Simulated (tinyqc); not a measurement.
Domain walls in a thin film with perpendicular anisotropy: Bloch, Neel and chiral walls, motion and stripe domains. Changing the thickness t. Computed by tinyqc, a small Python program. Command: `OMP_NUM_THREADS=1 python tinyqc.py 3025670 3025671 out.jsonl mwall sweep`. One thread of a shared host (Intel(R) Xeon(R) Processor @ 2.30GHz), about 0.02 s of CPU time with the checks.

One-dimensional wall: polar angle theta(x), azimuth phi of the moment in the wall (phi = 0 Neel, 90 degrees Bloch). mu_0 = 1.25663706212e-6 T m/A, gamma = 1.76085963023e11 rad/(s T).

Inputs (values chosen for the exercise, for a model film): saturation magnetisation M_s = 639 kA/m; exchange stiffness A = 10 pJ/m; uniaxial anisotropy K_u = 367 kJ/m^3; DMI constant D = 0.28 mJ/m^2.

Method:
- K_eff = K_u - mu_0 M_s^2/2; Delta = sqrt(A/K_eff); sigma_0 = 4 sqrt(A K_eff); profile theta = 2 arctan exp(x/Delta); quality factor Q = 2 K_u/(mu_0 M_s^2).
- sigma(phi) = sigma_0 + 2 Delta K_D cos^2(phi) - pi D cos(phi), with the wall shape anisotropy K_D = N_x mu_0 M_s^2/2, N_x = t ln 2/(pi Delta). The minimum has cos(phi) = D/D_N for D < D_N = 4 Delta K_D/pi and phi = 0 beyond; sigma turns negative at D_c = (sigma_0 + 2 Delta K_D)/pi.
- Dipolar length l = sigma/(mu_0 M_s^2); for t much smaller than the period the domain width is w = 0.955 t exp(pi l/t) (Kaplan and Gehring), given as log10 of w in nm.

One run for each value:
```
thickness t (nm)  D_N (mJ/m^2)  wall energy sigma (mJ/m^2)  log10 of the domain width in nm
0.50                    0.0360                       3.381                            17.66
0.69                    0.0497                       3.402                            12.93
0.97                    0.0699                       3.434                             9.38
1.30                    0.0937                       3.471                             7.19
1.90                    0.1369                       3.539                             5.21
2.60                    0.1874                       3.618                             4.10
3.60                    0.2595                       3.732                             3.29
5.00                    0.3604                       3.862                             2.73
```

What does the table show, and why?

Over the rows, D_N (mJ/m^2) rises from 0.0360 to 0.360 (exponent d ln y / d ln x about 1.0 throughout); wall energy sigma (mJ/m^2) rises from 3.38 to 3.86 (exponent d ln y / d ln x 0.020 between the first rows and 0.10 between the last); log10 of the domain width in nm falls from 17.7 to 2.73. D, K_u and M_s are held fixed; interface terms in a real film fall as 1/t.

Caution (rows 5.00): the formula for N_x assumes a film much thinner than the wall width.

Extremes, crossings and ranges named in words are read from the listed rows.
